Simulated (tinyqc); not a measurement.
What each value does: bond-orbital model of a tetrahedral semiconductor (Harrison's universal couplings).

Hybrid level eh = (es + 3 ep)/4; metallic energy V1 = (ep - es)/4 for each atom; covalent energy V2 = 3.22 hbar^2/(m d^2); polar energy V3 = (ehc - eha)/2; hbar^2/m = 2c, c = hbar^2/2m0. Polarity ap = V3/sqrt(V2^2 + V3^2), covalency ac = V2/sqrt(V2^2 + V3^2). p-p coupling at Gamma Exx = (4/3)(2.22 - 2 x 0.63) hbar^2/(m d^2) = 1.28 hbar^2/(m d^2), s-s coupling Ess = 4 x 1.32 hbar^2/(m d^2).

Constants: hbar^2/2m0 = 3.80998211 eV angstrom^2.

Parameters, chosen for this exercise (near tabulated values for Si; the model gives trends, and its gaps can be far from the real ones; the results hold for these values, not for the real material): esc = -15.01 eV (s level, cation); epc = -7.67 eV (p level, cation); esa = -15.01 eV (s level, anion); epa = -7.67 eV (p level, anion); d = 2.36 angstrom (bond length).

The bond-antibond splitting is 2 sqrt(V2^2 + V3^2). E0 is the upper root of [[esa, 5.28 u], [5.28 u, esc]] less the lower root of [[epa, 1.28 u], [1.28 u, epc]], u = hbar^2/(m d^2).

One parameter was then changed.

Results before and after:
```
case          ap  bond-antibond splitting (eV)  Ev (eV)  E0 (eV)
base      0.0000                         8.811   -9.421    1.635
changed  -0.0425                         8.819   -9.189    1.403
```

Which of these changes was made? (a) d = 2.41 angstrom; (b) epc = -7.17 eV; (c) epa = -7.17 eV; (d) esc = -14.51 eV; (e) esa = -14.51 eV.

Answer: (c) epa = -7.17 eV. Of the candidates, run in turn, only this one gives the changed row.

All candidates:
```
case                    ap  bond-antibond splitting (eV)  Ev (eV)  E0 (eV)
base                0.0000                         8.811   -9.421    1.635
esc = -14.51 eV     0.0142                         8.812   -9.421    1.889
epc = -7.17 eV      0.0425                         8.819   -9.189    1.403
esa = -14.51 eV    -0.0142                         8.812   -9.421    1.889
epa = -7.17 eV     -0.0425                         8.819   -9.189    1.403
d = 2.41 angstrom   0.0000                         8.449   -9.349    1.266
```

tinyqc: `OMP_NUM_THREADS=1 python tinyqc.py 1451992 1451993 out.jsonl`; about 0.01 s, one thread, shared Intel(R) Xeon(R) Processor @ 2.30GHz.
